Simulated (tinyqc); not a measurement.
# Planar ballistic transistor, top-of-the-barrier model: output curve

At the top of the source barrier, states moving towards the drain are filled by the source (Fermi level 0) and states moving back by the drain (Fermi level -q Vd); nothing scatters. U is the shift of the band edge there, set by the capacitances CG, CD and CS (the total) and by the charge. Parabolic two-dimensional band; the source is grounded.

N0 = gv m kB T/(pi hbar^2), CG = eps0 eox/tox, vT = sqrt(2 kB T/(pi m)), CS = CG/aG, n0 = n at U = 0 and Vd = 0. eta1 = -(E0 + U)/Vt, eta2 = eta1 - Vd/Vt, n = (N0/2)[F_0(eta1) + F_0(eta2)], F_0(x) = ln(1 + exp x). U = UL + q (n - n0)/CS with UL = -(aG Vg + aD Vd), energies in eV. I = q (N0/2) vT [F_(1/2)(eta1) - F_(1/2)(eta2)] per width, F_(1/2)(x) = (2/sqrt(pi)) int_0^infinity u^(1/2)/(1 + exp(u - x)) du. CQ = (q/Vt) dn/d(eta1).

Parameters, values chosen for the exercise; mass and valleys close to those of indium arsenide:
- T = 300 K (temperature)
- m = 0.0295 m0 (effective mass)
- gv = 1 (valley degeneracy)
- eox = 3.9 (relative permittivity of the gate insulator)
- tox = 2.1 nm (insulator thickness)
- aG = 0.96 (gate control CG/CS)
- aD = 0.021 (drain control CD/CS)
- E0 = 0.25 eV (band edge at the barrier top above the source Fermi level at zero bias)
- Vg = 0.4 V (gate voltage)

Constants: q = 1.602176634e-19 C, kB = 1.380649e-23 J/K, hbar = 1.054571817e-34 J s, m0 = 9.1093837015e-31 kg, Vt = kB T/q, eps0 = 8.8541878128e-14 F/cm where lengths are in cm. Results are converted to the units shown.

Result of one run:
```
eta1    n (cm^-2)  I (uA/um)  mean velocity I/(q n) (cm/s)    CQ/CS
3.3744  5.4488e11     415.18                      4.7558e7  0.56452
```

Which drain voltage Vd gave this result: 0.05, 0.1, 0.2 or 0.6 V?

Vd = 0.2 V.

The whole series:
```
Vd (V)    eta1  n (cm^-2)  I (uA/um)  mean velocity I/(q n) (cm/s)    CQ/CS
0.01    2.4617  7.5449e11     48.677                      4.0268e6   1.0431
0.025   2.6099  7.1688e11     117.09                      1.0194e7   1.0198
0.05    2.8383  6.5936e11     216.91                      2.0533e7  0.95472
0.1     3.1764  5.7714e11     350.93                      3.7951e7  0.74554
0.15    3.3232  5.4781e11     401.60                      4.5757e7  0.60086
0.2     3.3744  5.4488e11     415.18                      4.7558e7  0.56452
0.3     3.4311  5.5165e11     425.22                      4.8110e7  0.55844
0.4     3.4833  5.5967e11     433.64                      4.8359e7  0.55917
0.6     3.5875  5.7579e11     450.60                      4.8845e7  0.56082
0.8     3.6915  5.9194e11     467.84                      4.9330e7  0.56232
```

The current rises from 48.7 to 468 uA/um; n goes from 7.54e11 through a minimum of 5.45e11 (at Vd = 0.2 V among the rows listed) to 5.92e11 cm^-2 and eta1 rises from 2.46 to 3.69. The resistance in the first row is 205 ohm um, though nothing scatters in the channel. The current passes 90 % of its last value at Vd = 0.3 V among the rows, where eta2 = -8.2; returning states are gone from Vd = 0.3 V on (eta2 < -7), and from there the drain control aD lifts eta1 from 3.43 to 3.69.

tinyqc, about 0.01 s, one thread, Intel Xeon 2.30GHz (shared host): `OMP_NUM_THREADS=1 python tinyqc.py 2400003 2400004 out.jsonl`
